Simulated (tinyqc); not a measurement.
Smoothing against break-up: capillary instabilities by surface diffusion: grooving and agglomeration of films, edge retraction, wire break-up and smoothing of roughness. Computed by tinyqc, a small Python program. Command: `OMP_NUM_THREADS=1 python tinyqc.py 3023129 3023130 out.jsonl dewet walk`. One thread of a shared host (Intel(R) Xeon(R) Processor @ 2.30GHz), about 0.01 s of CPU time with the checks.

Isotropic surface energy; shapes change by surface diffusion alone.

Inputs (values chosen for the exercise, for a model film):

| quantity | value | unit |
|---|---|---|
| surface energy gamma_s | 3.43 | J/m^2 |
| grain-boundary energy gamma_b | 1.3 | J/m^2 |
| interface energy gamma_i | 2.7 | J/m^2 |
| atomic volume Omega | 13.6 | angstrom^3 |
| surface sites nu | 14 | 1/nm^2 |
| prefactor D0 | 0.0004 | m^2/s |
| activation energy Q | 1.87 | eV |
| temperature T | 1651 | K |
| film thickness h | 60 | nm |
| grain radius R | 270 | nm |
| wire radius r | 15 | nm |
| initial ripple over radius | 0.05 | - |
| roughness wavelength lambda | 44 | nm |

Grooves: at the surface and the interface.

Constants: k_B = 8.617333262e-05 eV/K; k_B = 1.380649e-23 J/K.

Method:
- Groove angle beta: sin(beta) = gamma_b/(2 gamma). For circular grains of radius R with spherical caps the groove ends (measured from the mean surface) at the depth R g(beta), g = (2 - 3 cos beta + cos^3 beta)/(3 sin^3 beta). The film parts if R [g(beta_s) + g(beta_i)] > h.
- B = D_s nu gamma_s Omega^2/(k_B T), D_s = D0 exp(-Q/(k_B T)).
- A wire with r + A cos(k z) has dA/dt = (B/r^4) (kr)^2 [1 - (kr)^2] A: unstable for wavelengths above 2 pi r, fastest at kr = 1/sqrt 2 with the rate B/(4 r^4); break-up time about (4 r^4/B) ln(r/A0); each wavelength makes a sphere of radius (3 r^2 lambda_m/4)^(1/3).
- Roughness of wavelength lambda on a flat face decays as exp[-B (2 pi/lambda)^4 t]; the smoothing time is that for a factor e^3.

beta_s = 10.9239 degrees

Times (s); the last column is (h/(0.780 tan beta_s))^4/B:

| T (K) | B (nm^4/s) | smoothing | wire break-up | groove to depth h |
|---|---|---|---|---|
| 1403 | 3.5165e+07 | 2.0516e-04 | 0.017251 | 717.59 |
| 1486 | 7.8766e+07 | 9.1595e-05 | 0.007702 | 320.36 |
| 1568 | 1.6021e+08 | 4.5033e-05 | 0.003787 | 157.51 |
| 1651 | 3.0510e+08 | 2.3647e-05 | 0.001988 | 82.71 |
| 1734 | 5.4497e+08 | 1.3239e-05 | 0.001113 | 46.30 |
| 1816 | 9.1563e+08 | 7.8794e-06 | 0.000663 | 27.56 |
| 1981 | 2.2709e+09 | 3.1769e-06 | 0.000267 | 11.11 |

What follows from these numbers?

All times share 1/B, so their ratios do not depend on T: break-up over smoothing is 84. An anneal can smooth this roughness well before the wire breaks. Smoothing is safe for lambda well below 2 pi r, above which a ripple along the wire grows instead. B spans 1.8 decades over these rows.
